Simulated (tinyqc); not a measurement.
Front-illuminated p-i-n photodiode, quantum efficiency and bandwidth: two steps of the calculation.

Light enters through a p layer (0 to xp), a depleted layer (xp to xp + wi) and a thick n substrate, decaying as exp(-al x); one pass, no back reflection. Carriers made in the depleted layer are all collected; those in the neutral layers diffuse.

Inputs (values chosen for the exercise); values close to those of silicon at this wavelength:
```
symbol,value,unit,meaning
lam,850,nm,wavelength
al,523,1/cm,absorption coefficient
Rf,0.1,,reflectance of the front face
eps_r,11.9,,relative permittivity
xp,0.056,um,thickness of the front p layer
wi,10,um,thickness of the depleted layer
Dn,6.2,cm^2/s,electron diffusion coefficient in the p layer
Ln,13,um,electron diffusion length in the p layer
S,20000,cm/s,recombination velocity of the front surface
Lp,27,um,hole diffusion length in the thick n substrate
ve,1.03e7,cm/s,electron drift velocity
vh,7.11e6,cm/s,hole drift velocity
dia,14,um,diameter
RL,50,ohm,load resistance
Cp,10,fF,parasitic capacitance
f,2.4,GHz,modulation frequency
```

Constants: q = 1.602176634e-19 C, h = 6.62607015e-34 J s, c = 299792458 m/s, eps0 = 8.8541878128e-14 F/cm where lengths are in cm. Results are converted to the units shown.

Problem 1. Quantum efficiency. k = al Ln, s = S Ln/Dn, e = exp(-al xp); front layer f1 = (k/(k^2 - 1)) {[s + k - e (s cosh(xp/Ln) + sinh(xp/Ln))]/[s sinh(xp/Ln) + cosh(xp/Ln)] - k e}; depleted layer f2 = e (1 - exp(-al wi)); substrate f3 = e exp(-al wi) al Lp/(1 + al Lp); external efficiency (1 - Rf)(f1 + f2 + f3); responsivity = efficiency q lam/(h c).

Give: s; f1; f2; f3; external efficiency; responsivity.

Solution 1.

s = 4.194
f1 = 0.002899
f2 = 0.4061
f3 = 0.3460
external efficiency = 0.6795
responsivity = 0.4658 A/W

The front layer absorbs 0.292 % of the light that enters and collects 99.1 % of that. Diffusion from the neutral layers makes up 46.2 % of the current.

Problem 2. Response at one frequency. Drift response for pairs made in the depleted layer, a = al wi, g = 1 - exp(-a), u = 2 pi i f, te = wi/ve, th = wi/vh: electrons He = [g - a (exp(-a) - exp(-u te))/(u te - a)]/(u te g), holes Hh = [g - a (1 - exp(-a - u th))/(a + u th)]/(u th g); C = eps0 eps_r pi (dia/2)^2/wi + Cp; total |He + Hh|/sqrt(1 + (2 pi f RL C)^2), for the current of the depleted layer alone.

Find: te; th; He; Hh; |He + Hh|; C; total response.

Solution 2.

te = 97.087 ps
th = 140.65 ps
He = 0.44705-0.24702i
Hh = 0.31898-0.24858i
|He + Hh| = 0.91238
C = 11.622 fF
total response = 0.91234

The drift response alone falls to 1/sqrt(2) at 4.68 GHz and the RC term alone at 274 GHz; together they give 4.68 GHz for this part of the current; the diffusion currents, left out, respond on their own time scales.

Numbers from tinyqc (`OMP_NUM_THREADS=1 python tinyqc.py 2250122 2250123 out.jsonl`; about 0.01 s on one thread of a shared Intel Xeon 2.30GHz).
